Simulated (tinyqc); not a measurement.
Velocity against field: two-valley model of the transferred-electron effect. Computed by tinyqc, a small Python program. Command: `OMP_NUM_THREADS=1 python tinyqc.py 3001011 3001012 out.jsonl gunn walk`. One thread of a shared host (Intel(R) Xeon(R) Processor @ 2.30GHz), about 0.01 s of CPU time with the checks.

Both kinds of valley share one electron temperature T_e, and each has a constant mobility.

Inputs (values chosen for the exercise, modelled on GaSb):
```
quantity,value,unit
central-valley mass m1,0.042,m_0
satellite-valley mass m2,0.22,m_0
satellite valleys Z,4,-
valley separation dE,0.087,eV
central-valley mobility mu1,5300,cm^2/(V s)
satellite-valley mobility mu2,500,cm^2/(V s)
energy relaxation time tau_E,1.1,ps
lattice temperature T,150,K
electric field F,5.5,kV/cm
```

Solver: damped fixed point.

Constants: k_B = 8.617333262e-05 eV/K.

Method. Density-of-states ratio R = Z (m2/m1)^(3/2); n2/n1 = R exp(-dE/(k_B T_e)); mean mobility mu = (mu1 + mu2 n2/n1)/(1 + n2/n1); energy balance e mu F^2 = (3/2) k_B (T_e - T)/tau_E; v = mu F.

low-field mobility = 5040.10 cm^2/(V s)

R = 47.9535

The curve:
```
F (kV/cm),T_e (K),share in the satellites (%),v (1e7 cm/s),low-field line (1e7 cm/s)
0.55,163,8.783,0.2683,0.277
1.40,214,30.126,0.5396,0.706
2.80,302,62.915,0.6384,1.411
3.80,361,74.582,0.6536,1.915
5.50,468,84.705,0.6788,2.772
7.70,630,90.610,0.7321,3.881
11.00,947,94.290,0.8515,5.544
16.00,1629,96.270,1.0865,8.064
28.00,4308,97.432,1.7452,14.112
55.00,15709,97.825,3.3243,27.721
```

What does the comparison show, and why?

v rises in every row; the share in the slow valleys goes from 8.8 to 98 %, too gradually against the field for a falling branch among these rows. With constant mobilities n2/n1 tends to R and v ends on the line (mu1 + R mu2) F/(1 + R), a mobility of 598; real satellites saturate instead. Rows with T_e above 3000 K lie outside the range of a Maxwellian in parabolic valleys.
